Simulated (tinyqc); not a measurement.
Sheet resistance and Hall data of a diffused or implanted layer. Changing the length scale l. Computed by tinyqc, a small Python program. Command: `OMP_NUM_THREADS=1 python tinyqc.py 3024277 3024278 out.jsonl layer sweep`. One thread of a shared host (Intel(R) Xeon(R) Processor @ 2.30GHz), about 0.01 s of CPU time with the checks.

Carriers are taken equal to the net active doping down to the junction (full ionisation, which deep dopants in wide-gap hosts do not reach; no spill-over, no depletion), and the Hall factor is 1.

Inputs (values chosen for the exercise, modelled on aluminium in 4H-SiC):
```
quantity                                 value        unit
mu_min                                    15.5  cm^2/(V s)
mu_max                                     124  cm^2/(V s)
N_ref                                  1.9e+19      1/cm^3
exponent alpha                            0.34           -
peak concentration N_0                 1.4e+18      1/cm^3
background doping N_B (opposite type)    9e+15      1/cm^3
```

Profile: complementary error function. Activation: complete.

Constants: e = 1.602176634e-19 C.

Method:
- N(x) = N_0 erfc(x/l), dose N_0 l/sqrt(pi), junction x_j = l erfc^-1(N_B/N_0).
- Mobility mu = mu_min + (mu_max - mu_min)/(1 + (N_t/N_ref)^alpha), N_t = active doping + N_B; carriers n = active doping - N_B, all dopants active.
- Integrals from x_0 (0 unless stated) to x_j by the midpoint rule on 400 even intervals: 1/R_s = e int n mu dx; sheet density n_s = int n dx; Hall sheet density (int n mu dx)^2/int n mu^2 dx; Hall mobility int n mu^2 dx/int n mu dx.
- Mean conductivity 1/(R_s x_j); mean mobility 1/(e n_s R_s).

One run for each value:
```
length scale l (nm)  sheet resistance R_s (ohm)  junction depth x_j (nm)  mean conductivity 1/(R_s x_j) (S/cm)
1.6                                  5.2199e+05                     3.08                                6.2137
2.9                                  2.8800e+05                     5.59                                6.2137
5.3                                  1.5758e+05                    10.21                                6.2137
9.7                                  8.6102e+04                    18.69                                6.2137
17.0                                 4.9129e+04                    32.76                                6.2137
32.0                                 2.6100e+04                    61.66                                6.2137
57.0                                 1.4652e+04                   109.83                                6.2137
100.0                                8.3519e+03                   192.69                                6.2137
```

Over the rows, sheet resistance R_s (ohm) falls from 522000 to 8350 (exponent d ln y / d ln x about -1.0 throughout); junction depth x_j (nm) rises from 3.08 to 193 (exponent d ln y / d ln x about 1.00 throughout); mean conductivity 1/(R_s x_j) (S/cm) does not change. The exponent of sheet resistance R_s stays at -1: the profile only stretches. The exponent of junction depth x_j stays at 1: the profile only stretches. The exponent of mean conductivity 1/(R_s x_j) stays at 0: Irvin's observation: 1/(R_s x_j) depends on the concentrations and the shape alone.

Caution (rows 1.60, 2.90, 5.30, 9.70, 17.0, 32.0): the layer is not thick against surface and junction depletion widths, which remove carriers that this model counts.
